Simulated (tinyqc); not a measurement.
Kinetics of strain relaxation and threading dislocations in mismatched semiconductor layers. Changing the layer thickness h. Computed by tinyqc, a small Python program. Command: `OMP_NUM_THREADS=1 python tinyqc.py 3011248 3011249 out.jsonl threading sweep`. One thread of a shared host (Intel(R) Xeon(R) Processor @ 2.30GHz), about 0.01 s of CPU time with the checks.

60-degree dislocations on {111} planes of a (001) layer, isotropic elasticity. The Schmid factor is 1/sqrt(6), and a misfit segment relieves strain with b/2.

Inputs (values chosen for the exercise, modelled on Si(0.7)Ge(0.3) on Si): misfit f = 0.0119; shear modulus G = 61.4 GPa; Poisson ratio nu = 0.27; Burgers vector b = 3.89 angstrom; glide activation energy Q = 2.02 eV; velocity prefactor v0 = 29000 m/s per MPa; anneal temperature T = 745 K; anneal time t = 300 s; initial thread density rho_0 = 3.6e+07 1/cm^2; multiplication constant delta = 3600 1/m.

Sources: multiplication.

Constants: k_B = 8.617333262e-05 eV/K.

Method:
- Excess resolved stress tau = (1/sqrt 6) [2 G (1 + nu)/(1 - nu)] (e - e_eq), e_eq = b (1 - nu/4) [ln(h/b) + 1]/(4 pi (1 + nu) h), the Matthews-Blakeslee strain of an uncapped layer; glide velocity v = v0 tau exp(-Q/(k_B T)), tau in MPa.
- Threads run in two directions, so de/dt = -(b/4) rho v, and they multiply as d rho/dt = delta rho v. With x = e - e_eq, x0 = f - e_eq (fully strained at t = 0) and v = m S x (m the mobility, S x = tau): rho = rho_0 + (4 delta/b)(x0 - x), so dx/dt = -k x (a - x), k = delta m S, a = x0 + b rho_0/(4 delta): a logistic law, x = a/[1 + (a/x0 - 1) exp(k a t)].
- The half time is that at which x = x0/2.

One run for each value; columns: (1) layer thickness h (nm); (2) equilibrium strain e_eq; (3) excess stress tau (MPa); (4) half time (s); (5) share of the excess strain relieved (%):
```
(1)        (2)     (3)     (4)     (5)
13   0.0078838  350.29  325.45  46.987
20   0.0056140  548.25  308.59  48.903
31   0.0039433  693.97  297.49  50.338
49   0.0027071  801.78  289.89  51.412
76   0.0018766  874.21  285.05  52.139
120  0.0012750  926.68  281.66  52.668
190  0.0008603  962.86  279.38  53.034
```

Over the rows, equilibrium strain e_eq falls from 0.00788 to 8.60e-4 (exponent d ln y / d ln x -0.79 between the first rows and -0.86 between the last); excess stress tau (MPa) rises from 350 to 963 (exponent d ln y / d ln x 1.0 between the first rows and 0.083 between the last); half time (s) falls from 325 to 279 (exponent d ln y / d ln x -0.12 between the first rows and -0.018 between the last). The excess stress rises with h and saturates at S f. A larger stress breeds threads faster, so the half time falls. Left out: 5.20, 8.10 (the layer is near or below the critical thickness).

Caution (all rows): blocking of threads by crossing misfit lines, left out here, leaves real layers with more strain.

Extremes, crossings and ranges named in words are read from the listed rows.
